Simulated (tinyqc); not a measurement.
Defect, radiative and Auger recombination at equal electron and hole densities (ABC model): sweeps and comparisons. A value that a table varies takes the place of the one given here.

J/(e d) = Ae n + B n^2 + C n^3 with Ae = A + 4 S/w (four side walls, carriers spread evenly), e = 1.602176634e-19 C, lengths in cm; internal efficiency IQE = B n^2/(Ae n + B n^2 + C n^3); all injected carriers recombine in the layer.

Values chosen for the exercise (orders of magnitude like those quoted for GaAs; shifted at random, so the results belong to these values and not to a real crystal): A = 2100000 1/s (defect rate); B = 1e-10 cm^3/s (radiative coefficient); C = 4.6e-30 cm^6/s (Auger coefficient); S = 0 cm/s (recombination velocity of the side walls); w = 2.5 micrometre (side of the square mesa); d = 87 nm (active thickness); S2 = 260 cm/s (recombination velocity of the side walls in this comparison); J = 6.4 A/cm^2 (current density).

## Efficiency against current

The slope is d ln(B n^2)/d ln J = 2 (Ae + B n + C n^2)/(Ae + 2 B n + 3 C n^2).

Results:

| J (A/cm^2) | n (1/cm^3) | IQE | slope | differential lifetime (ns) |
|---|---|---|---|---|
| 0.070 | 1.42e+16 | 0.404 | 1.424 | 202 |
| 0.30 | 3.70e+16 | 0.637 | 1.220 | 105 |
| 1.0 | 7.47e+16 | 0.779 | 1.121 | 58.4 |
| 4.0 | 1.59e+17 | 0.877 | 1.058 | 29.3 |
| 20 | 3.65e+17 | 0.931 | 1.019 | 13.0 |
| 70 | 6.88e+17 | 0.941 | 0.999 | 6.84 |
| 3.0e+02 | 1.41e+18 | 0.926 | 0.977 | 3.21 |
| 1.0e+03 | 2.53e+18 | 0.889 | 0.954 | 1.68 |
| 4.0e+03 | 4.84e+18 | 0.815 | 0.918 | 0.774 |
| 2.0e+04 | 9.92e+18 | 0.686 | 0.865 | 0.299 |

IQE peaks at 0.941 for J = 67.6 A/cm^2, where the slope passes 1. It is 0.404 at the lowest current and 0.686 at the highest, a droop of 27 %. The slope runs from 1.42 to 0.87; its limits are 2 (defects alone), 1 (radiation alone) and 2/3 (Auger alone). In the 3 rows above about 2e18 1/cm^3 the bands are degenerate: B saturates and stimulated emission, left out, would clamp n in a laser cavity.

## Shrinking the mesa

S = S2; w takes the values listed.

Results:

| w (micrometre) | Ae (1/s) | IQE_max | J at the peak (A/cm^2) | IQE at J |
|---|---|---|---|---|
| 200 | 2.15e+06 | 0.941 | 69.3 | 0.897 |
| 100 | 2.20e+06 | 0.940 | 71.0 | 0.894 |
| 50 | 2.31e+06 | 0.939 | 74.5 | 0.890 |
| 20 | 2.62e+06 | 0.935 | 84.9 | 0.877 |
| 10 | 3.14e+06 | 0.929 | 102 | 0.857 |
| 5 | 4.18e+06 | 0.919 | 138 | 0.816 |
| 2 | 7.30e+06 | 0.896 | 247 | 0.708 |
| 1 | 1.25e+07 | 0.868 | 436 | 0.560 |

The walls equal the bulk defect rate at w = 4 S/A = 4.95 micrometre. From 200 to 1 micrometre the peak efficiency falls from 0.941 to 0.868 and moves to a current 6.29 times higher; at the fixed J the efficiency goes from 0.897 to 0.56. For large w diffusion to the walls, left out here, would limit the loss.

## Spreading the carriers over a thicker layer

d is multiplied by the factor listed, at the same J.

Results:

| factor | n (1/cm^3) | defect | radiative | Auger |
|---|---|---|---|---|
| 0.10 | 6.57e+17 | 0.0301 | 0.941 | 0.0285 |
| 0.20 | 4.64e+17 | 0.0424 | 0.938 | 0.0200 |
| 0.50 | 2.91e+17 | 0.0665 | 0.921 | 0.0123 |
| 1.0 | 2.03e+17 | 0.0929 | 0.899 | 0.00840 |
| 2.0 | 1.41e+17 | 0.129 | 0.865 | 0.00561 |
| 5.0 | 8.58e+16 | 0.196 | 0.801 | 0.00316 |
| 10 | 5.80e+16 | 0.265 | 0.733 | 0.00196 |
| 20 | 3.85e+16 | 0.352 | 0.646 | 0.00115 |

The best factor listed is 0.1 (IQE 0.9415); the optimum factor equals J/J_peak = 0.0947, a layer of 8.24 nm, since only J/d matters and the peak value 0.941 does not depend on d. A thicker layer trades Auger loss (0.0285 to 0.00115) for defect loss (0.0301 to 0.352).

## What moves the efficiency

IQE_max = Q/(Q + 2) with Q = B/sqrt(Ae C), reached at n = sqrt(Ae/C). Each row changes one parameter from the base and keeps the others.

Results:

| case | n (1/cm^3) | IQE | IQE_max | J at the peak (A/cm^2) |
|---|---|---|---|---|
| base | 2.031e+17 | 0.8987 | 0.9415 | 67.6 |
| A = 4200000 1/s | 1.935e+17 | 0.8157 | 0.9192 | 138 |
| B = 1.5e-10 cm^3/s | 1.677e+17 | 0.9186 | 0.9602 | 99.4 |
| C = 9.2e-30 cm^6/s | 2.023e+17 | 0.8909 | 0.9192 | 34.6 |
| d = 174 nm | 1.410e+17 | 0.8655 | 0.9415 | 135 |
| J = 19.2 A/cm^2 | 3.579e+17 | 0.9301 | 0.9415 | 67.6 |

The largest shifts from the base row, up to three for each result and ties (the steps differ in size, so this ranks the rows, not the parameters). n (1/cm^3): J +1.55e+17, d -6.22e+16, B -3.55e+16. IQE: A -0.0830, d -0.0332, J +0.0314. IQE_max: A -0.0223, C -0.0223, B +0.0187; unchanged at the printed digits by d and J. J at the peak (A/cm^2): A +70.9, d +67.6, C -33.0; unchanged at the printed digits by J.

Run: tinyqc, `OMP_NUM_THREADS=1 python tinyqc.py 1652113 1652114 out.jsonl`; Intel(R) Xeon(R) Processor @ 2.30GHz, one thread, shared host; about 0.01 s of CPU time with all checks.
